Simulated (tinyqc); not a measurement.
Inside a calculation. Model: surface potential of a MOS transistor: implicit equation and explicit approximations.

Numbers from tinyqc (`OMP_NUM_THREADS=1 python tinyqc.py 2122018 2122019 out.jsonl`; about 0.01 s on one thread of a shared Intel Xeon 2.30GHz). Printed values are rounded.

p-type body, charge-sheet picture, depletion and inversion only, full ionisation (an idealisation for deep acceptors), Boltzmann statistics (rough once Na exp(x - xn) passes about Nc/7). In units of Vt: xg = (Vg - Vfb)/Vt, x = psi/Vt, G = gamma/sqrt(Vt), xn = (2 phiF + Vc)/Vt. The implicit equation is (xg - x)^2 = G^2 [x - 1 + exp(x - xn)] for x above about 3. Cox = eps0 eox/tox.

Parameters, values chosen for the exercise; band and dielectric values close to those of silicon: temperature T = 250 K; band gap Eg = 1.12 eV; relative permittivity eps_r = 11.7; conduction-band density of states at T Nc = 2.15e19 cm^-3; valence-band density of states at T Nv = 2.02e19 cm^-3; relative permittivity of the gate insulator (close to silicon dioxide) eox = 3.9; insulator thickness tox = 4.4 nm; acceptor density Na = 2.8e16 cm^-3; flat-band voltage Vfb = -0.59 V; channel-body voltage Vc = 0.2 V; gate-body voltage Vg = 1.4 V.

Constants: q = 1.602176634e-19 C, kB = 1.380649e-23 J/K, Vt = kB T/q, eps0 = 8.8541878128e-14 F/cm where lengths are in cm. Results are converted to the units shown.

Range of the model: The electron quasi-Fermi level lies less than 2 Vt below the band edge at the surface, or above it, where degeneracy and confinement, left out, matter.

## Scales

ni = sqrt(Nc Nv) exp(-Eg/(2 Vt)), Eg in volts; phiF = Vt ln(Na/ni); gamma = sqrt(2 q eps0 eps_r Na)/Cox; VT = Vfb + Vt (xn + G sqrt(xn - 1)).

phiF = 0.417546 V
gamma = 0.122845 V^0.5
G = 0.836950
xn = 48.0470
VT = 0.568767 V
xg = 92.3720

## Explicit approximation

Depletion value a = 1 + [sqrt(G^2/4 + xg - 1) - G/2]^2; inversion value b = xn + ln[(xg - xn)^2/G^2 - xn + 1] and first guess y = min(a, b) - ln(1 + exp(-|a - b|)) if a > xn + 1, else b = y = a; one second-order correction with D = exp(y - xn), p = 2 (xg - y) + G^2 (1 + D), w = (xg - y)^2 - G^2 (y - 1 + D): z = y + 2 w/(p + sqrt(p^2 - 2 (2 - G^2 D) w)), or the Newton step z = y + w/p where the root is not real.

a = 84.7143
b = 55.9692
y = 55.9692
p = 2005.25
w = -645.087
z = 55.5713

The root of the implicit equation is x = 55.5846; y misses it by 0.38 and z by -0.013, in units of Vt.

## Starting value

x = y rounded to two decimals.

x at the start = 55.97

## Iteration 1: new x

D = exp(x - xn), f = (xg - x)^2 - G^2 (x - 1 + D), f' = -2 (xg - x) - G^2 (1 + D), x(new) = x - f/f'.

D = 2759.99
f = -646.732
f' = -2006.83
x after iteration 1 = 55.6477

## Iteration 2: new x

As before.

D = 1999.63
f = -90.3202
f' = -1474.86
x after iteration 2 = 55.5865

## Iteration 3: new x

As before.

D = 1880.85
f = -2.57000
f' = -1391.78
x after iteration 3 = 55.5846

## Course of the iteration

Stop when the step is below 1e-11, or after 60 iterations.

Course of the iteration:
```
iteration  x before the step       step
1                      55.97     -0.322
2                    55.6477    -0.0612
3                    55.5865   -1.85e-3
4                    55.5846   -1.61e-6
5                    55.5846  -1.23e-12
```

Converged in 5 iterations.

## Potential, charges and gate control

converged x = 55.5846

psi = Vt x; N_dep = Cox Vt G sqrt(x - 1)/q; N_inv = (Cox Vt G/q) [sqrt(x - 1 + exp(x - xn)) - sqrt(x - 1)]; dpsi/dVg = 1/[1 + G^2 (1 + exp(x - xn))/(2 (xg - x))].

psi = 1.19748 V
N_dep = 6.52526e11 cm^-2
N_inv = 3.2295e12 cm^-2
dpsi/dVg = 0.0529563

psi lies 7.5 Vt above 2 phiF + Vc.
